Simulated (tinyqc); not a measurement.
Ballistic conductance of a hard-wall strip of a two-dimensional electron gas by counting modes: one step of the calculation.

Subband edges E_n = C (n pi/W)^2/m, n = 1, 2, ...; C = hbar^2/(2 m0). Every mode transmits fully; spin gives the factor 2 in 2 q^2/h, valleys the factor gv.

Question. Conductance and ballistic resistance. G = (2 q^2/h) gv M; at zero temperature M counts the edges below Ef, at T it is the sum of degeneracy times f. The smooth (Sharvin) count is kF W/pi, kF = sqrt(m Ef/C), and with the boundary term kF W/pi - 1/2. The sum runs over the edges listed.

Parameters, values chosen for the exercise:
```
symbol  value  unit                              meaning
T         300     K                          temperature
m       0.023    m0                                 mass
gv          1                                    valleys
Ef      0.052    eV  Fermi energy above the 2D band edge
W         130    nm                                width
```

Constants: q = 1.602176634e-19 C, hbar = 1.054571817e-34 J s, h = 6.62607015e-34 J s, m0 = 9.1093837015e-31 kg, hbar^2/(2 m0) = 0.0380998212 eV nm^2. Results are converted to the units shown.

```
mode   edge (eV)  degeneracy           f
1     0.00096740           1  0.87804320
2     0.00386962           1  0.86550269
3     0.00870664           1  0.84219638
4     0.01547847           1  0.80419393
5     0.02418511           1  0.74572258
6     0.03482657           1  0.66022524
7     0.04740282           1  0.54433989
8     0.06191389           1  0.40528627
9     0.07835977           1  0.26509724
10    0.09674046           1  0.15050596
11    0.11705595           1  0.07471114
12    0.13930626           1  0.03301704
```

Wanted: M at zero temperature; M at T; G; resistance 1/G; smooth count.

Answer.

M at zero temperature = 7
M at T = 6.269
G = 485.7 uS
resistance 1/G = 2.059 kohm
smooth count = 7.332

The smooth count is 17 % above M at T. With the boundary term it is 6.83.

Computed by the program tinyqc: `OMP_NUM_THREADS=1 python tinyqc.py 2740040 2740041 out.jsonl`, one thread of a shared Intel Xeon 2.30GHz, about 0.04 s for the whole run.
